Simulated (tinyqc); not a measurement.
Inside a calculation. Method: tight binding, honeycomb lattice. One step of it, computed by the program tinyqc.

Question. Levels at k. Diagonalise the Hermitian matrix.

H(k) at k (eV), order A, B:
```
[[0.576094, -2.067376+0.521092i],
 [-2.067376-0.521092i, -0.385997]]
```

Give: eigenvalues; weights |c|^2 of the basis functions.

Answer.

eigenvalues (eV): [-2.091, 2.281]

weights |c|^2 of the basis functions, order A, B:
```
[[0.390, 0.610],
 [0.610, 0.390]]
```
